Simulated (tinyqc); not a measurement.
Quasi-harmonic thermal expansion with mode Grueneisen parameters. Which input was changed? Computed by tinyqc, a small Python program. Command: `OMP_NUM_THREADS=1 python tinyqc.py 3019649 3019650 out.jsonl qha which`. One thread of a shared host (Intel(R) Xeon(R) Processor @ 2.30GHz), about 0.3 s of CPU time with the checks.

A crystal with two atoms a cell; per atom there are 1 transverse acoustic (TA), 1/2 longitudinal acoustic (LA) and 3/2 optical (O) modes. Every frequency of group i scales as nu_i (V/V0)^(-gamma_i). Each group has one frequency. Static energy: E = (9 V0 B0/16) [y^3 B' + y^2 (2 - 4 y)], y = (V0/V)^(2/3) - 1, with pressure P_s = (3 B0/2) (z^7 - z^5) [1 + (3/4)(B' - 4)(z^2 - 1)], z = (V0/V)^(1/3).

Inputs (values chosen for the exercise, modelled on zinc selenide):
```
quantity                       value             unit
static volume V0                22.8  angstrom^3/atom
static bulk modulus B0          60.1              GPa
static B'                       4.61                -
frequency nu_TA                 2.08              THz
frequency nu_LA                 5.08              THz
frequency nu_O                  6.81              THz
Grueneisen parameter gamma_TA   -1.3                -
Grueneisen parameter gamma_LA    1.1                -
Grueneisen parameter gamma_O     1.5                -
temperature T                     80                K
step factor f                    0.8                -
```

Acoustic groups: Einstein.

Constants: h x 1 THz = 4.135667696 meV; k_B = 8.617333262e-05 eV/K; 1 eV/angstrom^3 = 160.2176634 GPa.

Method:
- For a mode with x = h nu/(k_B T), n = 1/(exp(x) - 1): U = h nu (n + 1/2), C/k_B = x^2 n (n + 1); U_i and C_i sum these over group i with its weight per atom.
- Phonon pressure P_ph = sum_i gamma_i U_i/V.
- gamma_th = sum gamma_i C_i / sum C_i; volume expansion coefficient alpha_V = gamma_th C k_B/(B0 V0); linear coefficient alpha_V/3; first-order volume change P_ph/B0.
- Start at V0 and step V(new) = V [1 + f (P_s + P_ph)/B0]; stop when |P_s + P_ph| < 1e-8 GPa, after 60 steps, or when V leaves 0.7 to 1.3 V0.
- B_T = -V d(P_s + P_ph)/dV at fixed T (central difference, step 1e-4 V); alpha_V = sum gamma_i C_i k_B/(B_T V), all at V(T); the linear coefficient is alpha_L = alpha_V/3.
- C_P - C_V = alpha_V^2 B_T V T; the optical frequency is nu_O (V/V0)^(-gamma_O).

Task: One of these inputs alone was changed, within the range given: static B' (2.5 to 7); frequency nu_O (3.405 to 13.62); Grueneisen parameter gamma_LA (0.55 to 2.2); Grueneisen parameter gamma_O (0.75 to 3). Which one, and to what value?

Results:
```
run     gamma_th at V0  linear expansion coefficient (ppm/K)  isothermal bulk modulus B_T (GPa)
before      -0.1431531                             -0.717673                           59.71852
after       -0.2371522                             -1.142636                           59.68816
```

Result:

Each candidate set to reproduce gamma_th at V0, and what it then gives:
```
candidate                      range searched  value needed  linear expansion coefficient (ppm/K)  isothermal bulk modulus B_T (GPa)
static B'                            2.5 to 7     no effect                                     -                                  -
frequency nu_O (THz)           3.405 to 13.62         7.450                               -1.1426                             59.688
Grueneisen parameter gamma_LA     0.55 to 2.2  out of reach                                     -                                  -
Grueneisen parameter gamma_O        0.75 to 3         1.164                               -1.2267                             59.786
```

Only frequency nu_O fits every result: it went from 6.81 to 7.45 THz. The next best candidate, Grueneisen parameter gamma_O, misses one result by 7.4 %.
